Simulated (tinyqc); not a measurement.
Inputs raised by 5 %, one at a time: vacuum evaporation: vapour pressure, source flux, thickness distribution, purity and step coverage. Computed by tinyqc, a small Python program. Command: `OMP_NUM_THREADS=1 python tinyqc.py 3112323 3112324 out.jsonl evap sens`. One thread of a shared host (Intel(R) Xeon(R) Processor @ 2.30GHz), about 0.02 s of CPU time with the checks.

Molecular flow, unit sticking of the metal, no re-evaporation. The background gas is taken as water vapour (18.015 g/mol, collision diameter 0.37 nm) at 300 K.

Inputs (values chosen for the exercise, modelled on nickel, with constants for the liquid): molar mass M = 58.69 g/mol; film density rho = 8.9 g/cm^3; vapour-pressure constant A = 11.7; vapour-pressure constant B = 20760 K; source temperature T = 1840 K; source area = 0.15 cm^2; directionality n = 2; source-to-wafer distance h = 56 cm; wafer radius R = 7.5 cm; source offset from the axis s/h = 0.46.

Constants: u = 1.6605390666e-27 kg; k_B = 1.380649e-23 J/K; R = 8.314462618 J/(mol K).

Method:
- log10(p_v/Pa) = A - B/T; flux from the surface Phi = p_v/sqrt(2 pi m k_B T), m = M u.
- Mass loss = Phi x area x m; heat of evaporation = ln(10) R B; d ln Phi/dT = ln(10) B/T^2 - 1/(2 T).
- A small source emits (n + 1) Phi area cos^n(phi)/(2 pi) per solid angle; on a parallel plane at height h and lateral distance l the arrival rate is (n + 1) Phi area/(2 pi h^2) x (1 + (l/h)^2)^(-(n + 3)/2). Growth rate = arrival rate x m/rho, m = M u. The wafer is fixed and centred above the source.
- Rotating wafer, source offset by s and facing upwards: thickness at radius r is the mean over the angle a of (1 + (r^2 + s^2 - 2 r s cos a)/h^2)^(-(n + 3)/2), by 360 equal steps; non-uniformity (max - min)/(max + min) over 21 radii from 0 to R.

Runs; columns: (1) input moved; (2) from; (3) to; (4) growth rate at the centre (nm/s); (5) non-uniformity (max - min)/(max + min) (%); (6) share of the material that lands on the wafer, 1 - (1 + (R/h)^2)^(-(n + 1)/2) (%); (7) non-uniformity, rotating (%):
```
(1)                                (2)     (3)      (4)    (5)    (6)     (7)
base run                             -       -  0.00524  2.222  2.631  0.7335
source temperature T (K)          1840    1932  0.01763  2.222  2.631  0.7335
source area (cm^2)                0.15  0.1575  0.00550  2.222  2.631  0.7335
source-to-wafer distance h (cm)     56    58.8  0.00475  2.017  2.392  0.6642
wafer radius R (cm)                7.5   7.875  0.00524  2.447  2.895  0.8103
directionality n                     2     2.1  0.00542  2.266  2.718  0.7322
vapour-pressure constant B (K)   20760   21798  0.00143  2.222  2.631  0.7335
source offset from the axis s/h   0.46   0.483  0.00524  2.222  2.631  0.6298
```

Exponents ln(y'/y) / ln(x'/x); columns: (1) input; (2) growth rate at the centre; (3) non-uniformity (max - min)/(max + min); (4) share of the material that lands on the wafer, 1 - (1 + (R/h)^2)^(-(n + 1)/2); (5) non-uniformity, rotating:
```
(1)                                  (2)     (3)     (4)     (5)
source temperature T              24.856   0.000   0.000   0.000
source area                        1.000   0.000   0.000   0.000
source-to-wafer distance h        -2.000  -1.983  -1.958  -2.036
wafer radius R                     0.000   1.981   1.954   2.039
directionality n                   0.672   0.406   0.663  -0.037
vapour-pressure constant B       -26.623   0.000   0.000   0.000
source offset from the axis s/h    0.000   0.000   0.000  -3.124
```

To which inputs is each result most sensitive?

Among the inputs moved here: growth rate at the centre answers most in size to vapour-pressure constant B (exponent -26.623), next to source temperature T (+24.856); its exponent is below 0.0005 for wafer radius R, source offset from the axis s/h. Its exponent -2.000 in source-to-wafer distance h: a point source. Non-uniformity (max - min)/(max + min) answers most in size to source-to-wafer distance h (exponent -1.983), and about equally to wafer radius R (+1.981); its exponent is below 0.0005 for source temperature T, source area, vapour-pressure constant B, source offset from the axis s/h. Its exponent -1.983 in source-to-wafer distance h: the fall-off goes as (R/h)^2. share of the material that lands on the wafer, 1 - (1 + (R/h)^2)^(-(n + 1)/2) answers most in size to source-to-wafer distance h (exponent -1.958), and about equally to wafer radius R (+1.954); its exponent is below 0.0005 for source temperature T, source area, vapour-pressure constant B, source offset from the axis s/h. Its exponent +1.954 in wafer radius R: the solid angle of a small wafer. non-uniformity, rotating answers most in size to source offset from the axis s/h (exponent -3.124), next to wafer radius R (+2.039); its exponent is below 0.0005 for source temperature T, source area, vapour-pressure constant B.
